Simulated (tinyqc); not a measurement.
Depletion-mode phase shifter in a rib waveguide and its Mach-Zehnder modulator: one step of the calculation.

A lateral p-n junction at x0 in a waveguide whose mode intensity is a Gaussian of rms width s about x = 0; p side at smaller x. Reverse bias removes carriers and raises the index. Abrupt junction, doping uniform over the whole mode, lumped electrode (no travelling-wave effects).

Task. Depletion edges and mode overlap. W = sqrt(2 eps0 eps_r (Vb + V)(1/Na + 1/Nd)/q); edges xp = x0 - W Nd/(Na + Nd), xn = x0 + W Na/(Na + Nd); F(x) = [1 + erf(x/(sqrt(2) s))]/2.

Values chosen for this exercise; values close to those of silicon near 1550 nm:
- eps_r = 11.7 (relative permittivity of the semiconductor)
- Na = 4.1e17 cm^-3 (acceptor density)
- Nd = 1.4e18 cm^-3 (donor density)
- Vb = 0.86 V (built-in voltage)
- s = 130 nm (rms width of the lateral mode intensity)
- x0 = -40 nm (junction offset towards the n side)
- V = 2 V (reverse bias)

Constants: q = 1.602176634e-19 C, eps0 = 8.8541878128e-14 F/cm where lengths are in cm. Results are converted to the units shown.

Give: W at 0 and at V; edge; F.

Result.

W at 0 and at V (nm): [59.22, 108.0]

```
edge   edge (nm)       F
xp(0)     -85.80  0.2546
xn(0)     -26.59  0.4190
xp(V)     -123.5  0.1710
xn(V)     -15.54  0.4524
```

Program tinyqc, `OMP_NUM_THREADS=1 python tinyqc.py 2650008 2650009 out.jsonl`; Intel Xeon 2.30GHz, shared host, one thread, about 0.01 s.
